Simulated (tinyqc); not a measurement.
Diamond against structures with more neighbours: Stillinger-Weber potential for a tetrahedral semiconductor. Computed by tinyqc, a small Python program. Command: `OMP_NUM_THREADS=1 python tinyqc.py 3024052 3024053 out.jsonl swsi walk`. One thread of a shared host (Intel(R) Xeon(R) Processor @ 2.30GHz), about 0.05 s of CPU time with the checks.

With x = r/sigma: pair term eps A (B x^-4 - 1) exp(1/(x - a)); for each pair of neighbours j, k of atom i, three-body term eps lambda exp(gamma/(x_ij - a) + gamma/(x_ik - a)) (cos theta_jik + 1/3)^2; both vanish beyond x = a. A = 7.049556277, B = 0.6022245584, a = 1.8.

Inputs (values chosen for the exercise, modelled on silicon):
```
quantity                    value      unit
energy scale eps            2.046        eV
length scale sigma          2.114  angstrom
three-body strength lambda   21.6         -
gamma                         1.3         -
```

Method. Each structure is relaxed in its neighbour distance d (lowest minimum for d between sigma and 1.7 sigma), with all neighbours inside the cut-off, second shells too where they fall inside.

Energies per atom (eV):
```
structure     first neighbours  d (angstrom)     pair  three-body    total  volume (angstrom^3)
diamond                      4        2.3729  -4.0920      0.0000  -4.0920               20.570
simple cubic                 6        2.5871  -5.5808      1.2931  -4.2876               17.316
bcc                          8        2.7595  -7.3106      2.4570  -4.8536               16.176
fcc                         12        2.8814  -7.2457      2.4567  -4.7889               16.917
```

The order is bcc < fcc < simple cubic < diamond, the lowest two 0.065 eV apart. Against diamond the pair energy changes by -1.49 (simple cubic), -3.22 (bcc), -3.15 (fcc) eV, while angles away from 109.47 degrees cost 1.29, 2.46, 2.46 eV; the bonds stretch to 2.88 angstrom in fcc to weaken that penalty. With lambda = 21.6 and gamma = 1.3 (21 and 1.2 in the original fit to silicon) the three-body term, which a larger gamma damps, does not keep diamond lowest, unlike the element itself.

Extremes, crossings and ranges named in words are read from the listed rows.
